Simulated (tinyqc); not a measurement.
RHF in the sto-3g basis, for H6, spin multiplicity 1, step by step (part 1 of 2). Computed by tinyqc, a small Python program that keeps every step (integrals from PySCF). Settings: charge = 0, multiplicity = 1, basis = sto-3g, energy threshold = 1e-10, iteration cap = 71, orthogonalisation = symmetric, start = Wolfsberg-Helmholz matrix, DIIS depth = 3, DIIS from iteration = 3, shift = 1.0, method = RHF. Command: `OMP_NUM_THREADS=1 python tinyqc.py 26880 26881 out.jsonl` (the two numbers bound the seeds that draw the settings). One thread of a shared host (Intel(R) Xeon(R) Processor @ 2.60GHz), about 0.09 s of CPU time with the checks. Later iterations appear only in the table of the cycle.

## One-electron integrals

Geometry (angstrom):
```
atom         x         y         z
H     0.000000  0.000000  0.000000
H     0.000000  0.000000  1.041000
H     0.000000  0.000000  2.261000
H     0.000000  0.000000  3.301000
H     0.000000  0.000000  4.522000
H     0.000000  0.000000  5.562000
```

Basis sto-3g: exponents (1/bohr^2) and contraction coefficients of normalised primitives:
```
element  l (shell)  exponent  coefficient
H            s (1)  3.425251     0.154329
H            s (1)  0.623914     0.535328
H            s (1)  0.168855     0.444635
```

Overlap, kinetic and nuclear-attraction integrals over the contracted functions; the nuclear repulsion is the sum of Za Zb / Rab.

nuclear repulsion = 4.13126658 hartree

overlap S:
```
          1H 1s     2H 1s     3H 1s     4H 1s     5H 1s     6H 1s
1H 1s  1.000000  0.472658  0.076479  0.009476  0.000437  0.000018
2H 1s  0.472658  1.000000  0.377069  0.076614  0.006280  0.000439
3H 1s  0.076479  0.377069  1.000000  0.473231  0.076479  0.009476
4H 1s  0.009476  0.076614  0.473231  1.000000  0.376576  0.076479
5H 1s  0.000437  0.006280  0.076479  0.376576  1.000000  0.473231
6H 1s  0.000018  0.000439  0.009476  0.076479  0.473231  1.000000
```

kinetic energy T (hartree):
```
           1H 1s      2H 1s      3H 1s      4H 1s      5H 1s      6H 1s
1H 1s   0.760032   0.096800  -0.011474  -0.004306  -0.000375  -0.000024
2H 1s   0.096800   0.760032   0.048550  -0.011474  -0.003196  -0.000376
3H 1s  -0.011474   0.048550   0.760032   0.097138  -0.011474  -0.004306
4H 1s  -0.004306  -0.011474   0.097138   0.760032   0.048342  -0.011474
5H 1s  -0.000375  -0.003196  -0.011474   0.048342   0.760032   0.097138
6H 1s  -0.000024  -0.000376  -0.004306  -0.011474   0.097138   0.760032
```

nuclear attraction V (hartree):
```
           1H 1s      2H 1s      3H 1s      4H 1s      5H 1s      6H 1s
1H 1s  -2.328150  -1.090757  -0.170035  -0.020708  -0.000946  -0.000038
2H 1s  -1.090757  -2.653017  -0.915385  -0.179048  -0.013978  -0.000949
3H 1s  -0.170035  -0.915385  -2.778603  -1.216677  -0.178706  -0.020707
4H 1s  -0.020708  -0.179048  -1.216677  -2.778378  -0.913972  -0.170037
5H 1s  -0.000946  -0.013978  -0.178706  -0.913972  -2.652983  -1.092361
6H 1s  -0.000038  -0.000949  -0.020707  -0.170037  -1.092361  -2.328600
```

core Hamiltonian H = T + V (hartree):
```
           1H 1s      2H 1s      3H 1s      4H 1s      5H 1s      6H 1s
1H 1s  -1.568118  -0.993957  -0.181509  -0.025014  -0.001321  -0.000062
2H 1s  -0.993957  -1.892985  -0.866834  -0.190523  -0.017173  -0.001325
3H 1s  -0.181509  -0.866834  -2.018571  -1.119540  -0.190180  -0.025013
4H 1s  -0.025014  -0.190523  -1.119540  -2.018346  -0.865630  -0.181512
5H 1s  -0.001321  -0.017173  -0.190180  -0.865630  -1.892951  -0.995223
6H 1s  -0.000062  -0.001325  -0.025013  -0.181512  -0.995223  -1.568568
```

## Two-electron integrals

Functions are numbered as in S; the eight-fold symmetry (ij|kl) = (ji|kl) = (kl|ij) leaves the list below.

Two-electron integrals (ij|kl) in chemists' order, unique and non-zero (hartree):
```
(11|11) 0.774606   (21|11) 0.290773   (21|21) 0.141605   (22|11) 0.464891
(22|21) 0.290773   (22|22) 0.774606   (31|11) 0.033476   (31|21) 0.018330
(31|22) 0.043865   (31|31) 0.002902   (32|11) 0.121454   (32|21) 0.077194
(32|22) 0.219583   (32|31) 0.014722   (32|32) 0.086184   (33|11) 0.233754
(33|21) 0.144212   (33|22) 0.412410   (33|31) 0.033476   (33|32) 0.219583
(33|33) 0.774606   (41|11) 0.003119   (41|21) 0.001836   (41|22) 0.004756
(41|31) 0.000329   (41|32) 0.001823   (41|33) 0.004755   (41|41) 0.000041
(42|11) 0.019409   (42|21) 0.011995   (42|22) 0.033544   (42|31) 0.002438
(42|32) 0.014750   (42|33) 0.043946   (42|41) 0.000330   (42|42) 0.002913
(43|11) 0.090650   (43|21) 0.053314   (43|22) 0.144422   (43|31) 0.011989
(43|32) 0.077310   (43|33) 0.291215   (43|41) 0.001838   (43|42) 0.018387
(43|43) 0.141984   (44|11) 0.160306   (44|21) 0.090558   (44|22) 0.233857
(44|31) 0.019379   (44|32) 0.121522   (44|33) 0.465207   (44|41) 0.003119
(44|42) 0.033544   (44|43) 0.291215   (44|44) 0.774606   (51|11) 0.000104
(51|21) 0.000062   (51|22) 0.000170   (51|31) 0.000013   (51|32) 0.000078
(51|33) 0.000239   (51|41) 1.77e-06   (51|42) 0.000016   (51|43) 0.000101
(51|44) 0.000184   (51|51) 8.69e-08   (52|11) 0.001228   (52|21) 0.000726
(52|22) 0.001964   (52|31) 0.000155   (52|32) 0.000958   (52|33) 0.003203
(52|41) 0.000023   (52|42) 0.000214   (52|43) 0.001533   (52|44) 0.003203
(52|51) 1.19e-06   (52|52) 0.000018   (53|11) 0.012149   (53|21) 0.006880
(53|22) 0.017833   (53|31) 0.001468   (53|32) 0.009132   (53|33) 0.033476
(53|41) 0.000226   (53|42) 0.002294   (53|43) 0.018351   (53|44) 0.043863
(53|51) 0.000013   (53|52) 0.000214   (53|53) 0.002902   (54|11) 0.051190
(54|21) 0.028088   (54|22) 0.070032   (54|31) 0.005686   (54|32) 0.034092
(54|33) 0.121333   (54|41) 0.000877   (54|42) 0.009136   (54|43) 0.077187
(54|44) 0.219229   (54|51) 0.000052   (54|52) 0.000957   (54|53) 0.014703
(54|54) 0.085937   (55|11) 0.117023   (55|21) 0.062715   (55|22) 0.152018
(55|31) 0.012149   (55|32) 0.070110   (55|33) 0.233754   (55|41) 0.001795
(55|42) 0.017860   (55|43) 0.144344   (55|44) 0.412139   (55|51) 0.000104
(55|52) 0.001964   (55|53) 0.033476   (55|54) 0.219229   (55|55) 0.774606
(61|11) 3.39e-06   (61|21) 1.98e-06   (61|22) 0.000005   (61|31) 4.25e-07
(61|32) 2.64e-06   (61|33) 0.000009   (61|41) 6.29e-08   (61|42) 6.05e-07
(61|43) 4.40e-06   (61|44) 0.000009   (61|52) 5.07e-08   (61|53) 6.04e-07
(61|54) 2.63e-06   (61|55) 0.000005   (62|11) 0.000071   (62|21) 0.000040
(62|22) 0.000104   (62|31) 0.000008   (62|32) 0.000052   (62|33) 0.000185
(62|41) 1.29e-06   (62|42) 0.000013   (62|43) 0.000101   (62|44) 0.000240
(62|51) 7.28e-08   (62|52) 1.19e-06   (62|53) 0.000016   (62|54) 0.000078
(62|55) 0.000171   (62|62) 8.74e-08   (63|11) 0.001301   (63|21) 0.000716
(63|22) 0.001796   (63|31) 0.000146   (63|32) 0.000879   (63|33) 0.003119
(63|41) 0.000022   (63|42) 0.000226   (63|43) 0.001838   (63|44) 0.004755
(63|51) 1.29e-06   (63|52) 0.000023   (63|53) 0.000329   (63|54) 0.001820
(63|55) 0.004755   (63|61) 6.29e-08   (63|62) 1.78e-06   (63|63) 0.000041
(64|11) 0.009228   (64|21) 0.004975   (64|22) 0.012153   (64|31) 0.000976
(64|32) 0.005694   (64|33) 0.019379   (64|41) 0.000146   (64|42) 0.001471
(64|43) 0.011989   (64|44) 0.033476   (64|51) 0.000008   (64|52) 0.000155
(64|53) 0.002434   (64|54) 0.014703   (64|55) 0.043863   (64|61) 4.25e-07
(64|62) 0.000013   (64|63) 0.000329   (64|64) 0.002902   (65|11) 0.049771
(65|21) 0.026316   (65|22) 0.062798   (65|31) 0.004981   (65|32) 0.028158
(65|33) 0.090650   (65|41) 0.000717   (65|42) 0.006900   (65|43) 0.053366
(65|44) 0.144344   (65|51) 0.000040   (65|52) 0.000727   (65|53) 0.011989
(65|54) 0.077187   (65|55) 0.291215   (65|61) 1.98e-06   (65|62) 0.000063
(65|63) 0.001838   (65|64) 0.018351   (65|65) 0.141984   (66|11) 0.095142
(66|21) 0.049716   (66|22) 0.117049   (66|31) 0.009228   (66|32) 0.051264
(66|33) 0.160306   (66|41) 0.001301   (66|42) 0.012172   (66|43) 0.090650
(66|44) 0.233754   (66|51) 0.000071   (66|52) 0.001228   (66|53) 0.019379
(66|54) 0.121333   (66|55) 0.465207   (66|61) 3.39e-06   (66|62) 0.000104
(66|63) 0.003119   (66|64) 0.033476   (66|65) 0.291215   (66|66) 0.774606
```

## Orthogonalisation

S = U s U^T; symmetric (Loewdin) form X = U s^(-1/2) U^T, so that X^T S X = 1.

eigenvalues of S: 0.327941  0.453530  0.654889  1.143494  1.537641  1.882504

X:
```
           1H 1s      2H 1s      3H 1s      4H 1s      5H 1s      6H 1s
1H 1s   1.105016  -0.293920   0.045202  -0.008667   0.001251  -0.000248
2H 1s  -0.293920   1.179117  -0.249573   0.047851  -0.006541   0.001254
3H 1s   0.045202  -0.249573   1.184402  -0.312955   0.047815  -0.008677
4H 1s  -0.008667   0.047851  -0.312955   1.184198  -0.249242   0.045205
5H 1s   0.001251  -0.006541   0.047815  -0.249242   1.179228  -0.294359
6H 1s  -0.000248   0.001254  -0.008677   0.045205  -0.294359   1.105313
```

## Starting guess

The start is the generalised Wolfsberg-Helmholz matrix (K = 1.75) built on H; D = 2 C_occ C_occ^T.

D at the start:
```
           1H 1s      2H 1s      3H 1s      4H 1s      5H 1s      6H 1s
1H 1s   0.538216   0.593090  -0.121770  -0.351315   0.091722   0.251907
2H 1s   0.593090   0.807599   0.187484  -0.213912  -0.070024   0.091886
3H 1s  -0.121770   0.187484   0.744390   0.561552  -0.213276  -0.350569
4H 1s  -0.351315  -0.213912   0.561552   0.745034   0.187094  -0.122027
5H 1s   0.091722  -0.070024  -0.213276   0.187094   0.807189   0.593141
6H 1s   0.251907   0.091886  -0.350569  -0.122027   0.593141   0.538444
```

## Iteration 1: building the Fock matrix

J_ij = sum D_kl (ij|kl), K_ij = sum D_kl (ik|jl); F = H + J - 0.5 K; E = tr D H + tr D J / 2 - 0.25 tr D K + E_nn.

Coulomb J (hartree):
```
          1H 1s     2H 1s     3H 1s     4H 1s     5H 1s     6H 1s
1H 1s  1.774803  0.926437  0.153373  0.019237  0.000895  0.000036
2H 1s  0.926437  2.192458  0.820575  0.164633  0.013134  0.000897
3H 1s  0.153373  0.820575  2.338619  1.084076  0.164330  0.019238
4H 1s  0.019237  0.164633  1.084076  2.338556  0.819408  0.153387
5H 1s  0.000895  0.013134  0.164330  0.819408  2.192444  0.927785
6H 1s  0.000036  0.000897  0.019238  0.153387  0.927785  1.775551
```

exchange K (hartree):
```
           1H 1s      2H 1s      3H 1s      4H 1s      5H 1s      6H 1s
1H 1s   0.874486   0.759291   0.156851  -0.025111  -0.000359   0.023541
2H 1s   0.759291   1.169888   0.522285   0.133089   0.001414  -0.000350
3H 1s   0.156851   0.522285   1.122702   0.769375   0.132869  -0.025004
4H 1s  -0.025111   0.133089   0.769375   1.122665   0.521451   0.156781
5H 1s  -0.000359   0.001414   0.132869   0.521451   1.169922   0.760233
6H 1s   0.023541  -0.000350  -0.025004   0.156781   0.760233   0.875449
```

Fock matrix F (hartree):
```
           1H 1s      2H 1s      3H 1s      4H 1s      5H 1s      6H 1s
1H 1s  -0.230559  -0.447166  -0.106562   0.006779  -0.000247  -0.011796
2H 1s  -0.447166  -0.285470  -0.307402  -0.092434  -0.004747  -0.000253
3H 1s  -0.106562  -0.307402  -0.241302  -0.420151  -0.092285   0.006727
4H 1s   0.006779  -0.092434  -0.420151  -0.241123  -0.306948  -0.106515
5H 1s  -0.000247  -0.004747  -0.092285  -0.306948  -0.285467  -0.447555
6H 1s  -0.011796  -0.000253   0.006727  -0.106515  -0.447555  -0.230742
```

total energy of this density = -3.09141145 hartree

## Iteration 1: diagonalisation and new density

A level shift of 1 hartree raises the virtual space: F + shift (S - S D(s) S), with D(s) the density of one spin (D/2). Diagonalise F' = X^T F X, C = X C', fill 3 alpha and 3 beta electrons from the bottom; D = 2 C_occ C_occ^T. Each column has its largest component positive (the first on a tie).

F' = X^T F X (hartree):
```
           1          2          3          4          5          6
1   0.564599  -0.892673   0.048139   0.186744  -0.027555  -0.144942
2  -0.892673   0.483652  -0.544002   0.111439   0.039109  -0.027595
3   0.048139  -0.544002   0.569873  -0.879694   0.111226   0.186282
4   0.186744   0.111439  -0.879694   0.569541  -0.543181   0.048272
5  -0.027555   0.039109   0.111226  -0.543181   0.483954  -0.893400
6  -0.144942  -0.027595   0.186282   0.048272  -0.893400   0.564626
```

orbital energies (hartree): MO1 -0.565121, MO2 -0.481901, MO3 -0.319826, MO4 1.223713, MO5 1.517543, MO6 1.861837

coefficients C:
```
            MO1        MO2        MO3        MO4        MO5        MO6
1H 1s  0.218001  -0.309166  -0.406399   0.635544  -0.663525   0.396383
2H 1s  0.332271  -0.448762  -0.240698  -0.332936   0.762867  -0.691945
3H 1s  0.330673  -0.179207   0.464491  -0.496191  -0.275296   0.942463
4H 1s  0.330352   0.178621   0.465207   0.497022  -0.273450  -0.942090
5H 1s  0.332020   0.449183  -0.239869   0.331529   0.763805   0.691974
6H 1s  0.218117   0.309948  -0.405770  -0.633841  -0.665420  -0.397056
```

D after iteration 1:
```
           1H 1s      2H 1s      3H 1s      4H 1s      5H 1s      6H 1s
1H 1s   0.616535   0.617993  -0.122554  -0.344531   0.061982   0.233258
2H 1s   0.617993   0.739453   0.156985  -0.164732  -0.067040   0.062098
3H 1s  -0.122554   0.156985   0.714424   0.586626  -0.164247  -0.343792
4H 1s  -0.344531  -0.164732   0.586626   0.714911   0.156657  -0.122696
5H 1s   0.061982  -0.067040  -0.164247   0.156657   0.739081   0.617950
6H 1s   0.233258   0.062098  -0.343792  -0.122696   0.617950   0.616586
```

## Iteration 2: building the Fock matrix

As before.

Coulomb J (hartree):
```
          1H 1s     2H 1s     3H 1s     4H 1s     5H 1s     6H 1s
1H 1s  1.805484  0.928425  0.152214  0.019010  0.000882  0.000036
2H 1s  0.928425  2.167702  0.808249  0.162193  0.012940  0.000885
3H 1s  0.152214  0.808249  2.301334  1.067717  0.161893  0.019010
4H 1s  0.019010  0.162193  1.067717  2.301240  0.807090  0.152222
5H 1s  0.000882  0.012940  0.161893  0.807090  2.167661  0.929731
6H 1s  0.000036  0.000885  0.019010  0.152222  0.929731  1.806079
```

exchange K (hartree):
```
           1H 1s      2H 1s      3H 1s      4H 1s      5H 1s      6H 1s
1H 1s   0.938960   0.774146   0.155038  -0.022795  -0.003222   0.019467
2H 1s   0.774146   1.130731   0.500813   0.139177   0.003920  -0.003215
3H 1s   0.155038   0.500813   1.101160   0.771705   0.138935  -0.022692
4H 1s  -0.022795   0.139177   0.771705   1.101072   0.500009   0.154971
5H 1s  -0.003222   0.003920   0.138935   0.500009   1.130809   0.775031
6H 1s   0.019467  -0.003215  -0.022692   0.154971   0.775031   0.939741
```

Fock matrix F (hartree):
```
           1H 1s      2H 1s      3H 1s      4H 1s      5H 1s      6H 1s
1H 1s  -0.232115  -0.452606  -0.106815   0.005394   0.001172  -0.009760
2H 1s  -0.452606  -0.290649  -0.308992  -0.097918  -0.006193   0.001167
3H 1s  -0.106815  -0.308992  -0.267817  -0.437676  -0.097754   0.005343
4H 1s   0.005394  -0.097918  -0.437676  -0.267642  -0.308545  -0.106775
5H 1s   0.001172  -0.006193  -0.097754  -0.308545  -0.290694  -0.453008
6H 1s  -0.009760   0.001167   0.005343  -0.106775  -0.453008  -0.232360
```

total energy of this density = -3.11969530 hartree

## Iteration 2: diagonalisation and new density

As before.

F' = X^T F X (hartree):
```
           1          2          3          4          5          6
1   0.525193  -0.910468   0.049145   0.180691  -0.011567  -0.128056
2  -0.910468   0.507177  -0.521755   0.086245   0.035482  -0.011590
3   0.049145  -0.521755   0.554911  -0.895822   0.086110   0.180238
4   0.180691   0.086245  -0.895822   0.554634  -0.520967   0.049231
5  -0.011567   0.035482   0.086110  -0.520967   0.507402  -0.911127
6  -0.128056  -0.011590   0.180238   0.049231  -0.911127   0.525259
```

orbital energies (hartree): MO1 -0.582039, MO2 -0.494304, MO3 -0.336463, MO4 1.229444, MO5 1.517395, MO6 1.840544

coefficients C:
```
            MO1        MO2        MO3        MO4        MO5        MO6
1H 1s  0.205457  -0.333816  -0.419558   0.613419  -0.659466   0.410752
2H 1s  0.312593  -0.436406  -0.252339  -0.335502   0.767436  -0.698547
3H 1s  0.355030  -0.156859   0.447072  -0.523751  -0.273792   0.931472
4H 1s  0.354783   0.156179   0.447718   0.524534  -0.272040  -0.931096
5H 1s  0.312422   0.436840  -0.251483   0.334230   0.768297   0.698575
6H 1s  0.205600   0.334615  -0.418803  -0.611921  -0.661176  -0.411397
```

D after iteration 2:
```
           1H 1s      2H 1s      3H 1s      4H 1s      5H 1s      6H 1s
1H 1s   0.659349   0.631549  -0.124535  -0.334172   0.047754   0.212509
2H 1s   0.631549   0.703680   0.133241  -0.140463  -0.059040   0.047842
3H 1s  -0.124535   0.133241   0.701048   0.603244  -0.140067  -0.333456
4H 1s  -0.334172  -0.140463   0.603244   0.701427   0.132948  -0.124604
5H 1s   0.047754  -0.059040  -0.140067   0.132948   0.703361   0.631458
6H 1s   0.212509   0.047842  -0.333456  -0.124604   0.631458   0.659269
```

## Iteration 3: building the Fock matrix

As before.

Coulomb J (hartree):
```
          1H 1s     2H 1s     3H 1s     4H 1s     5H 1s     6H 1s
1H 1s  1.822123  0.929413  0.151576  0.018888  0.000875  0.000036
2H 1s  0.929413  2.153853  0.801561  0.160906  0.012839  0.000878
3H 1s  0.151576  0.801561  2.282052  1.059379  0.160608  0.018887
4H 1s  0.018888  0.160906  1.059379  2.281940  0.800407  0.151581
5H 1s  0.000875  0.012839  0.160608  0.800407  2.153807  0.930697
6H 1s  0.000036  0.000878  0.018887  0.151581  0.930697  1.822625
```

exchange K (hartree):
```
           1H 1s      2H 1s      3H 1s      4H 1s      5H 1s      6H 1s
1H 1s   0.974062   0.781751   0.153329  -0.020933  -0.004412   0.016691
2H 1s   0.781751   1.107451   0.486721   0.142401   0.006119  -0.004405
3H 1s   0.153329   0.486721   1.090231   0.774564   0.142145  -0.020835
4H 1s  -0.020933   0.142401   0.774564   1.090109   0.485938   0.153264
5H 1s  -0.004412   0.006119   0.142145   0.485938   1.107579   0.782608
6H 1s   0.016691  -0.004405  -0.020835   0.153264   0.782608   0.974725
```

Fock matrix F (hartree):
```
           1H 1s      2H 1s      3H 1s      4H 1s      5H 1s      6H 1s
1H 1s  -0.233026  -0.455420  -0.106598   0.004340   0.001760  -0.008372
2H 1s  -0.455420  -0.292858  -0.308634  -0.100817  -0.007394   0.001756
3H 1s  -0.106598  -0.308634  -0.281635  -0.447443  -0.100645   0.004292
4H 1s   0.004340  -0.100817  -0.447443  -0.281460  -0.308192  -0.106562
5H 1s   0.001760  -0.007394  -0.100645  -0.308192  -0.292933  -0.455831
6H 1s  -0.008372   0.001756   0.004292  -0.106562  -0.455831  -0.233305
```

total energy of this density = -3.12976815 hartree

## Iteration 3: diagonalisation and new density

As before.

F' = X^T F X (hartree):
```
           1          2          3          4          5          6
1   0.503548  -0.919969   0.050616   0.174312  -0.003957  -0.114232
2  -0.919969   0.520861  -0.505351   0.072874   0.030258  -0.003972
3   0.050616  -0.505351   0.546564  -0.906625   0.072786   0.173875
4   0.174312   0.072874  -0.906625   0.546329  -0.504583   0.050673
5  -0.003957   0.030258   0.072786  -0.504583   0.521026  -0.920595
6  -0.114232  -0.003972   0.173875   0.050673  -0.920595   0.503648
```

orbital energies (hartree): MO1 -0.590905, MO2 -0.499010, MO3 -0.345209, MO4 1.231370, MO5 1.516503, MO6 1.829228

coefficients C:
```
            MO1        MO2        MO3        MO4        MO5        MO6
1H 1s  0.198624  -0.348550  -0.424422   0.599666  -0.658528   0.418614
2H 1s  0.301246  -0.428849  -0.260739  -0.337875   0.769182  -0.702055
3H 1s  0.368097  -0.142192   0.437939  -0.538850  -0.271275   0.925195
4H 1s  0.367887   0.141420   0.438539   0.539607  -0.269584  -0.924817
5H 1s  0.301127   0.429317  -0.259841   0.336674   0.770005   0.702077
6H 1s  0.198788   0.349383  -0.423562  -0.598281  -0.660146  -0.419239
```

D after iteration 3:
```
           1H 1s      2H 1s      3H 1s      4H 1s      5H 1s      6H 1s
1H 1s   0.682146   0.639947  -0.126394  -0.324692   0.040909   0.194951
2H 1s   0.639947   0.685291   0.115358  -0.128334  -0.051297   0.040982
3H 1s  -0.126394   0.115358   0.695010   0.614725  -0.127992  -0.324001
4H 1s  -0.324692  -0.128334   0.614725   0.695313   0.115089  -0.126414
5H 1s   0.040909  -0.051297  -0.127992   0.115089   0.685016   0.639830
6H 1s   0.194951   0.040982  -0.324001  -0.126414   0.639830   0.681979
```
